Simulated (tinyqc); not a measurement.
# Schottky diode by thermionic emission with image-force lowering and series resistance: what changes with what

Metal on an n-type semiconductor with one parabolic valley; V > 0 is forward bias (metal positive). I = I0 [exp(Vj/(n Vt)) - 1] with Vj = V - I Rs; I0 = S A* T^2 exp(-(phi - dphi)/Vt), the lowering dphi taken at zero bias.

Parameters, values chosen for the exercise; band and dielectric values close to those of indium phosphide:

| symbol | value | unit | meaning |
|---|---|---|---|
| T | 250 | K | temperature |
| me | 0.0799 | m0 | electron mass |
| eps_r | 12.6 |  | relative permittivity |
| phi | 0.54 | eV | barrier height seen from the metal |
| Nd | 1.5e16 | cm^-3 | donor density |
| S | 0.0023 | cm^2 | area |
| n | 1.11 |  | ideality factor |
| Rs | 1.2 | ohm | series resistance |

Constants: q = 1.602176634e-19 C, kB = 1.380649e-23 J/K, h = 6.62607015e-34 J s, m0 = 9.1093837015e-31 kg, Vt = kB T/q, eps0 = 8.8541878128e-14 F/cm where lengths are in cm. Results are converted to the units shown.

Each table varies one quantity; the others keep the values above.

## Current against voltage

A* = 4 pi q me m0 kB^2/h^3 (times 1e-4 for A/(cm^2 K^2)); Nc = 2 (2 pi me m0 kB T/h^2)^1.5 (times 1e-6 for cm^-3); xi = Vt ln(Nc/Nd), Vbi = phi - xi; surface field Em = sqrt(2 q Nd (Vbi - V - Vt)/(eps0 eps_r)); dphi = sqrt(q Em/(4 pi eps0 eps_r)). The apparent ideality is (dV/d ln I)/Vt.

Results:

| V (V) | I (A) | Vj (V) | apparent ideality |
|---|---|---|---|
| 0.05 | 3.598e-7 | 0.05000 | 0.9728 |
| 0.12 | 7.614e-6 | 0.1200 | 1.103 |
| 0.27 | 0.003422 | 0.2659 | 1.301 |
| 0.34 | 0.02342 | 0.3119 | 2.415 |
| 0.41 | 0.06227 | 0.3353 | 4.579 |
| 0.48 | 0.1094 | 0.3487 | 7.203 |
| 0.56 | 0.1675 | 0.3589 | 10.44 |
| 0.63 | 0.2204 | 0.3655 | 13.39 |
| 0.7 | 0.2744 | 0.3707 | 16.39 |

Estimate the missing row, V = 0.19 V.

Computed row:

| V (V) | I (A) | Vj (V) | apparent ideality |
|---|---|---|---|
| 0.19 | 1.421e-4 | 0.1898 | 1.118 |

With this row back in the table: I rises from 3.60e-7 to 0.274 A, and the apparent ideality rises from 0.973 to 16.4, against n = 1.11. It starts below n because the -1 in the diode law still counts there. From V = 0.34 V on, I Rs exceeds n Vt and the resistance bends the curve.

## Soft saturation in reverse bias

Same model as above.

Here dphi follows the bias, J = -A* T^2 exp(-(phi - dphi(V))/Vt) [1 - exp(V/Vt)], without Rs.

Soft saturation in reverse bias:

| V (V) | Em (kV/cm) | dphi (meV) | J (A/cm^2) |
|---|---|---|---|
| -0.2 | 52.76 | 24.56 | -2.439e-5 |
| -0.5 | 63.84 | 27.01 | -2.734e-5 |
| -1 | 78.93 | 30.03 | -3.146e-5 |
| -2 | 102.7 | 34.25 | -3.827e-5 |
| -4 | 138.4 | 39.77 | -4.944e-5 |
| -7 | 179.1 | 45.24 | -6.373e-5 |
| -10 | 212.1 | 49.24 | -7.672e-5 |
| -15 | 258.0 | 54.30 | -9.703e-5 |

dphi rises from 24.6 to 54.3 meV, as the square root of the field, and |J| grows by a factor of 3.98: the reverse current does not saturate. Tunnelling and generation are left out.

tinyqc, about 0.01 s, one thread, Intel Xeon 2.30GHz (shared host): `OMP_NUM_THREADS=1 python tinyqc.py 2640081 2640082 out.jsonl`
